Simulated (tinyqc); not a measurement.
# Ballistic conductance of a hard-wall strip of a two-dimensional electron gas by counting modes: conductance against Fermi energy

Subband edges E_n = C (n pi/W)^2/m, n = 1, 2, ...; C = hbar^2/(2 m0). Every mode transmits fully; spin gives the factor 2 in 2 q^2/h, valleys the factor gv.

G = (2 q^2/h) gv M; at zero temperature M counts the edges below Ef, at T it is the sum of degeneracy times f. The smooth (Sharvin) count is kF W/pi, kF = sqrt(m Ef/C), and with the boundary term kF W/pi - 1/2. f = 1/(1 + exp((E_n - Ef)/Vt)).

Parameters, values chosen for the exercise: temperature T = 77 K; mass m = 0.065 m0; valleys gv = 2; width W = 72 nm.

Constants: q = 1.602176634e-19 C, kB = 1.380649e-23 J/K, hbar = 1.054571817e-34 J s, h = 6.62607015e-34 J s, m0 = 9.1093837015e-31 kg, Vt = kB T/q, hbar^2/(2 m0) = 0.0380998212 eV nm^2. Results are converted to the units shown.

Conductance against Fermi energy:
```
Ef (eV)  M at T = 0  M at T  smooth count  with boundary term  G (uS)
0.011             3  2.4289        3.1396              2.6396  376.39
0.018             4  3.3081        4.0162              3.5162  512.62
0.026             4  4.1789        4.8269              4.3269  647.57
0.033             5  4.8319        5.4379              4.9379  748.76
0.041             6  5.4873        6.0614              5.5614  850.32
0.048             6  6.0005        6.5584              6.0584  929.84
0.056             7  6.5411        7.0839              6.5839  1013.6
0.063             7  6.9761        7.5136              7.0136  1081.0
0.071             7  7.4472        7.9764              7.4764  1154.0
0.078             8  7.8368        8.3604              7.8604  1214.4
0.086             8  8.2516        8.7786              8.2786  1278.7
```

The integer count climbs from 3 to 8; the smooth count goes as Ef^(0.50). In the last row M at T is 6.0 % below the smooth count and 0.33 % below the count with the boundary term: hard walls push the wave away from the edge and cost modes. The largest gap between M at T and the integer count is 0.69.

Numbers from tinyqc (`OMP_NUM_THREADS=1 python tinyqc.py 2740011 2740012 out.jsonl`; about 0.03 s on one thread of a shared Intel Xeon 2.30GHz).
